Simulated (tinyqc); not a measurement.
Segment and feed resistance from two drops.

Problem. A rail is fed at one end through Rq; K loads of Ij follow, each after a segment Rs. The drop at load j is K Ij Rq + Rs Ij sum_(l=1..j) (K - l + 1). Find Rs, Rq and the worst drop, at the middle, if the rail were fed through Rq at both ends: K Ij Rq/2 + Rs Ij K^2/8 with the load taken as continuous.

Values chosen for this exercise: number of equal loads K = 26; current of each load Ij = 0.23 mA.

drops at the first and at the last load (mV): [1.6863600, 5.5733600]

Solution. The difference of the two drops is Rs Ij K (K - 1)/2, which gives Rs; the first drop then gives Rq.

Rs = 0.05200 ohm
Rq = 0.2300 ohm
drop at the middle with two feeds = 1.698 mV

Computed by the program tinyqc: `OMP_NUM_THREADS=1 python tinyqc.py 2770148 2770149 out.jsonl`, one thread of a shared Intel Xeon 2.30GHz, about 0.1 s for the whole run.
